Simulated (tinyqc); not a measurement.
Surface potential of a MOS transistor: implicit equation and explicit approximations: effect of the insulator thickness at fixed gate voltage.

p-type body, charge-sheet picture, depletion and inversion only, full ionisation (an idealisation for deep acceptors), Boltzmann statistics (rough once Na exp(x - xn) passes about Nc/7). In units of Vt: xg = (Vg - Vfb)/Vt, x = psi/Vt, G = gamma/sqrt(Vt), xn = (2 phiF + Vc)/Vt. The implicit equation is (xg - x)^2 = G^2 [x - 1 + exp(x - xn)] for x above about 3. Cox = eps0 eox/tox.

ni = sqrt(Nc Nv) exp(-Eg/(2 Vt)), Eg in volts; phiF = Vt ln(Na/ni); gamma = sqrt(2 q eps0 eps_r Na)/Cox; VT = Vfb + Vt (xn + G sqrt(xn - 1)). Depletion value a = 1 + [sqrt(G^2/4 + xg - 1) - G/2]^2; inversion value b = xn + ln[(xg - xn)^2/G^2 - xn + 1] and first guess y = min(a, b) - ln(1 + exp(-|a - b|)) if a > xn + 1, else b = y = a; one second-order correction with D = exp(y - xn), p = 2 (xg - y) + G^2 (1 + D), w = (xg - y)^2 - G^2 (y - 1 + D): z = y + 2 w/(p + sqrt(p^2 - 2 (2 - G^2 D) w)), or the Newton step z = y + w/p where the root is not real. N_inv = (Cox Vt G/q) [sqrt(x - 1 + exp(x - xn)) - sqrt(x - 1)] at the root. Lambert form (Cox m Vt/q) W0[(G/(2 m sqrt(xn - 1))) exp((Vg - VT)/(m Vt))], m = 1 + G/(2 sqrt(xn - 1)). Errors under 1e-4 mV, and the linear form below VT, are printed as 0.

Parameters, values chosen for the exercise; band and dielectric values close to those of silicon: temperature T = 300 K; band gap Eg = 1.12 eV; relative permittivity eps_r = 11.9; conduction-band density of states at T Nc = 2.84e19 cm^-3; valence-band density of states at T Nv = 2.61e19 cm^-3; relative permittivity of the gate insulator (close to zirconium oxide) eox = 25.6; acceptor density Na = 1.9e16 cm^-3; flat-band voltage Vfb = -0.41 V; channel-body voltage Vc = 0.2 V; gate-body voltage Vg = 0.73 V.

Constants: q = 1.602176634e-19 C, kB = 1.380649e-23 J/K, Vt = kB T/q, eps0 = 8.8541878128e-14 F/cm where lengths are in cm. Results are converted to the units shown.

Result of one run:

| psi (V) | x - xn | error of y (mV) | error of z (mV) | N_inv (cm^-2) | Cox (Vg - VT)/q (cm^-2) | Lambert form (cm^-2) |
|---|---|---|---|---|---|---|
| 1.0367 | 3.5780 | 18.1 | -1.55 | 1.9303e11 | 8.3973e11 | 2.1413e11 |

Which insulator thickness tox gave this result: 21, 28, 53 or 72 nm?

tox = 21 nm.

The whole series:

| tox (nm) | psi (V) | x - xn | error of y (mV) | error of z (mV) | N_inv (cm^-2) | Cox (Vg - VT)/q (cm^-2) | Lambert form (cm^-2) |
|---|---|---|---|---|---|---|---|
| 11 | 1.0646 | 4.6566 | 25.8 | 6.43 | 4.5991e11 | 2.0386e12 | 5.4723e11 |
| 15 | 1.0525 | 4.1864 | 22.9 | -5.87 | 3.1905e11 | 1.3672e12 | 3.6626e11 |
| 21 | 1.0367 | 3.5780 | 18.1 | -1.55 | 1.9303e11 | 8.3973e11 | 2.1413e11 |
| 28 | 1.0198 | 2.9239 | 12.7 | -0.334 | 1.0877e11 | 5.1003e11 | 1.1747e11 |
| 39 | 0.99301 | 1.8865 | 5.26 | -0.0122 | 4.1582e10 | 2.3105e11 | 4.3545e10 |
| 53 | 0.95557 | 0.43833 | 3.51 | -1.42e-3 | 1.0279e10 | 4.3473e10 | 1.0430e10 |
| 72 | 0.90129 | -1.6614 | 0.587 | 0 | 1.3095e9 | 0 | 1.2780e9 |
| 99 | 0.82686 | -4.5405 | 0.0451 | 0 | 7.7019e7 | 0 | 7.0244e7 |

As tox goes from 11 to 99, psi falls from 1.06 to 0.827 V, x - xn falls from 4.66 to -4.54 and N_inv falls from 4.60e11 to 7.70e7 cm^-2. The Lambert form lies between 0.912 and 1.19 times N_inv.

Program tinyqc, `OMP_NUM_THREADS=1 python tinyqc.py 2122042 2122043 out.jsonl`; Intel Xeon 2.30GHz, shared host, one thread, about 0.01 s.
